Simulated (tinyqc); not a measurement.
Changing the J1: polytypes and stacking faults of a tetrahedral semiconductor in an axial Ising model with couplings up to third neighbours. Computed by tinyqc, a small Python program. Command: `OMP_NUM_THREADS=1 python tinyqc.py 3005054 3005055 out.jsonl polytype sweep`. One thread of a shared host (Intel(R) Xeon(R) Processor @ 2.30GHz), about 0.01 s of CPU time with the checks.

Each double layer has s = +1 or -1 for the sense of its stacking step; E per pair of atoms = E0 - sum_n J_n <s_i s_(i+n)>, n = 1, 2, 3. Hexagonality h = (1 - <s_i s_(i+1)>)/2.

Inputs (values chosen for the exercise, for a model crystal): J2 = -0.582 meV/pair; J3 = 0.098 meV/pair; basal lattice constant a = 3.19 angstrom; shear modulus G = 117 GPa; Poisson ratio nu = 0.25; gap of 3C = 3.3 eV; gap of 4H = 3.4 eV.

Host polytype: 2H.

correlations of the repeat units 3C (+), 2H (+-), 4H (++--), 6H (+++---), 15R (+++--), 8H (++++----), 21R (++++---), 9R (++-), rows 3C, 2H, 4H, 6H, 15R, 8H, 21R, 9R, columns n = 1, n = 2, n = 3:
```
[[1.000000, 1.000000, 1.000000],
 [-1.000000, 1.000000, -1.000000],
 [0.000000, -1.000000, 0.000000],
 [0.333333, -0.333333, -1.000000],
 [0.200000, -0.600000, -0.600000],
 [0.500000, 0.000000, -0.500000],
 [0.428571, -0.142857, -0.714286],
 [-0.333333, -0.333333, 1.000000]]
```

fault coefficients k_n, rows I1, I2, E, columns J1, J2, J3:
```
[[-2, 4, -6],
 [-4, 4, -4],
 [-6, 4, -6]]
```

Constants: 1 eV/angstrom^2 = 16.02176634 J/m^2.

Method:
- E - E(3C) = sum_n J_n (1 - C_n), C_n = <s_i s_(i+n)>. The gap is taken linear in h between 3C (h = 0) and 4H (h = 1/2), a rough rule, with a dash beyond.
- Faults in 2H: the sequences I1 (+), I2 (++), E (+++) are put between perfect repeats; k_n = (layers x C_n of the host) - sum_i s_i s_(i+n). gamma = sum k_n J_n/A, A = (sqrt 3/2) a^2; 1 meV/angstrom^2 = 16.02177 mJ/m^2.
- Screw line, bounded by the I2 fault of energy gamma: b = a, partials b_p = a/sqrt 3; d = G b_p^2 (2 - 3 nu)/(8 pi gamma (1 - nu)). One partial is driven off by the shear stress gamma/b_p along its Burgers vector.

One run for each value; columns: (1) J1 (meV/pair); (2) E(2H) - E(3C) (meV/pair); (3) E(4H) - E(3C) (meV/pair); (4) E(6H) - E(3C) (meV/pair); (5) energy of the glide fault, I2 (mJ/m^2); (6) splitting width d (nm):
```
(1)        (2)     (3)    (4)     (5)     (6)
-7.62  -15.044  -8.686  -5.66  50.468   5.215
-7.08  -13.964  -8.146  -5.30  46.541   5.655
-6.54  -12.884  -7.606  -4.94  42.614   6.176
-6.00  -11.804  -7.066  -4.58  38.687   6.803
-5.46  -10.724  -6.526  -4.22  34.761   7.571
-4.92   -9.644  -5.986  -3.86  30.834   8.536
-4.38   -8.564  -5.446  -3.50  26.907   9.781
-3.84   -7.484  -4.906  -3.14  22.980  11.453
-3.30   -6.404  -4.366  -2.78  19.053  13.813
```

What does the table show, and why?

Over the rows, E(2H) - E(3C) (meV/pair) rises from -15.0 to -6.40; E(4H) - E(3C) (meV/pair) rises from -8.69 to -4.37; E(6H) - E(3C) (meV/pair) rises from -5.66 to -2.78. All energies are linear in J1, with slopes 2, 1 and 2/3 for 2H, 4H and 6H: twice the hexagonality.

Extremes, crossings and ranges named in words are read from the listed rows.
